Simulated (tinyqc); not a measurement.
CMOS inverter, nodal equation and switching: effect of the temperature.

An n-channel pull-down (bn, VTn) and a p-channel pull-up (bp, VTp) share the input Vin and the output node Vout, which carries the load C. Transistor (EKV form, voltages against the body): I = 2 n b Vt^2 [F(vp - Vs) - F(vp - Vd)] from drain to source, F(v) = ln^2(1 + exp(v/(2 Vt))), vp = (Vg - VT + sg |Vd - Vs|)/n. n-channel bodies are at 0; for the p-channel device all voltages are counted down from Vdd. b in uA/V^2 gives I in uA. Static: In = Ip. Transient: C dVout/dt = Ip - In. No velocity saturation, no gate capacitance beyond C.

VM solves In = Ip with Vin = Vout; VIL and VIH are the inputs of gain -1, NML = VIL - Vout(VIH), NMH = Vout(VIL) - VIH. For a step input the delay to Vdd/2 is tHL = C times the integral of dV/(In - Ip) from Vdd/2 to Vdd at Vin = Vdd, and tLH likewise with Ip - In from 0 to Vdd/2 at Vin = 0. Thresholds, gain factors and n are held fixed.

Values chosen for this exercise:

| symbol | value | unit | meaning |
|---|---|---|---|
| Vdd | 0.75 | V | supply voltage |
| n | 1.2 |  | slope factor |
| sg | 0.115 |  | drain-induced barrier lowering |
| VTn | 0.44 | V | n-channel threshold |
| VTp | 0.39 | V | p-channel threshold (magnitude) |
| bn | 160 | uA/V^2 | gain factor of the pull-down transistor |
| bp | 130 | uA/V^2 | gain factor of the pull-up transistor |
| C | 0.43 | fF | load capacitance |

Constants: q = 1.602176634e-19 C, kB = 1.380649e-23 J/K, Vt = kB T/q. Results are converted to the units shown.

Result of one run:
```
T (K)  VM (V)  gain at VM  NML (V)  NMH (V)  tHL (ps)  tLH (ps)
280    0.3936      -8.696   0.3183   0.2767     17.28     16.55
```

What becomes of these results when the temperature T is changed from 280 to 310 K, all else the same?

Result of the changed run:
```
T (K)  VM (V)  gain at VM  NML (V)  NMH (V)  tHL (ps)  tLH (ps)
310    0.3932      -8.695   0.3142   0.2735     17.27     16.55
```

The whole series:
```
T (K)  VM (V)  gain at VM  NML (V)  NMH (V)  tHL (ps)  tLH (ps)
220    0.3944      -8.696   0.3264   0.2831     17.28     16.55
250    0.3940      -8.696   0.3224   0.2799     17.28     16.55
280    0.3936      -8.696   0.3183   0.2767     17.28     16.55
310    0.3932      -8.695   0.3142   0.2735     17.27     16.55
340    0.3928      -8.695   0.3101   0.2703     17.26     16.54
370    0.3924      -8.693   0.3060   0.2671     17.24     16.54
400    0.3920      -8.690   0.3020   0.2640     17.21     16.53
430    0.3916      -8.684   0.2979   0.2608     17.17     16.51
```

As T goes from 220 to 430 K, VM falls from 0.394 to 0.392 V, the size of the gain stays near 8.69, tHL falls from 17.3 to 17.2 ps and tLH stays near 16.5 ps. The smaller margin is largest, 0.283 V, at T = 220 K among the rows.

Program tinyqc, `OMP_NUM_THREADS=1 python tinyqc.py 2340151 2340152 out.jsonl`; Intel Xeon 2.30GHz, shared host, one thread, about 0.06 s.
